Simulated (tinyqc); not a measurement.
Single-photon avalanche diode, trigger probability and counting: two steps of the calculation.

A multiplication layer of width W with the uniform field V/W; alpha = an exp(-bn/E) for electrons, beta = ap exp(-bp/E) for holes (local model, no dead space). a = alpha W, b = beta W. Electrons enter at x = 0, holes at x = W. P0 is the probability that an electron entering at 0 starts a lasting avalanche, PW the same for a hole entering at W.

Parameters, values chosen for the exercise; ionisation coefficients close to those of silicon:
- Vx = 6 V (excess bias)
- eta = 0.2 (probability that a photon makes a pair that enters the layer)
- Gd = 1300 1/s (thermal generation rate in the layer)
- td = 50 ns (dead time)
- Cd = 200 fF (diode capacitance)
- Rq = 50 kohm (quench resistance)
- pa = 2.3e-8 (trapping probability per avalanche carrier)
- tt = 38 ns (trap release time)
- nph = 2.7e5 1/s (photon rate)

Constants: q = 1.602176634e-19 C. Results are converted to the units shown.

Task 1. Trigger probability by substitution. PW = 1 - (1 - P0)^(b/a); P0(new) = PW/(PW + (1 - PW) exp(b - a)).

P0 after iteration 1 = 0.65636217
a = 3.1944366
b = 0.63508448

Find: PW; P0 after iteration 2.

Result 1.

PW = 0.1913
P0 after iteration 2 = 0.7536

Task 2. Detection, dark counts, afterpulses and dead-time loss. Pm is the mean trigger probability of pairs made evenly in the layer. PDP = eta P0; dark counts Gd Pm; avalanche charge Cd Vx/q; afterpulse probability pa (Cd Vx/q) exp(-td/tt) Pm; true rate n = nph PDP + dark counts; measured n/(1 + n td) (non-paralysable) or n exp(-n td) (paralysable); recharge time Rq Cd.

P0 = 0.86165162
Pm = 0.61919536

Find: PDP; dark counts; avalanche charge; afterpulse probability; true rate; measured, non-paralysable; measured, paralysable; recharge time.

Result 2.

PDP = 0.17233
dark counts = 804.95 1/s
avalanche charge = 7.4898e6 electrons
afterpulse probability = 2.8615 %
true rate = 47334 1/s
measured, non-paralysable = 47222 1/s
measured, paralysable = 47222 1/s
recharge time = 10.000 ns

Dead time hides 0.24 % of the events in the first model and 0.24 % in the second.

Program tinyqc, `OMP_NUM_THREADS=1 python tinyqc.py 2630145 2630146 out.jsonl`; Intel Xeon 2.30GHz, shared host, one thread, about 0.01 s.
